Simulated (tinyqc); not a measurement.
Binding against position: donor or exciton in a quantum well (variational effective-mass method). Computed by tinyqc, a small Python program. Command: `OMP_NUM_THREADS=1 python tinyqc.py 3027823 3027824 out.jsonl welldonor walk`. One thread of a shared host (Intel(R) Xeon(R) Processor @ 2.30GHz), about 0.1 s of CPU time with the checks.

H = -nabla^2 - 2/|r - r_i| + V(z) in effective units; trial function psi = f(z) exp(-|r - r_i|/lambda), f the ground state of the well. Mass and screening are the same in well and barrier; l = L/a* is the width in effective units. Bands are flat: no polarisation or applied field.

Inputs (values chosen for the exercise, for a model semiconductor):

| quantity | value | unit |
|---|---|---|
| electron mass m | 0.148 | m_0 |
| dielectric constant eps | 12.2 | - |
| well width L | 6.1 | nm |
| barrier height V_0 | 0.13 | eV |

Centre: donor. Barriers: finite.

Constants: Ry = 13.605693123 eV; a_0 = 0.529177210903 angstrom.

Method:
- Ry* = Ry m/eps^2, a* = a_0 eps/m; l = L/a*.
- k solves k tan(k l/2) = sqrt(v - k^2), v = V_0/Ry*, 0 < k l/2 < pi/2 (bisection); f = cos(k z) inside and cos(k l/2) exp(-kappa (|z| - l/2)) outside, kappa = sqrt(v - k^2); subband energy k^2 Ry*.
- Binding E_b(lambda) = -1/lambda^2 + 4 A/(lambda B), with A = int f^2 exp(-2 s/lambda) dz, B = int f^2 exp(-2 s/lambda)(1 + 2 s/lambda) dz and s = |z - z_i|; 40 Gauss-Legendre points on each piece between the walls at z = -l/2 and l/2 and z_i, and out to 12/(kappa + 1/lambda) beyond the walls.
- Each row maximises over lambda (golden section, 0.3 to 4).

l = 1.39840

Ry* = 13.5289 meV

Against position:

| z_i/L | lambda (a*) | binding (Ry*) | binding (meV) |
|---|---|---|---|
| 0.0 | 0.9514 | 1.7249 | 23.336 |
| 0.1 | 0.9585 | 1.6950 | 22.931 |
| 0.2 | 0.9826 | 1.6075 | 21.748 |
| 0.3 | 1.0329 | 1.4710 | 19.900 |
| 0.4 | 1.1224 | 1.3038 | 17.639 |
| 0.5 | 1.2573 | 1.1343 | 15.346 |

From the centre to the wall the binding falls from 23.336 to 15.346 meV, 66 % of the centre value, since the walls keep the electron away from an off-centre ion; uniform doping thus gives a band of levels 7.990 meV wide, with a peak in its density at the centre value, where the slope vanishes.

Extremes, crossings and ranges named in words are read from the listed rows.
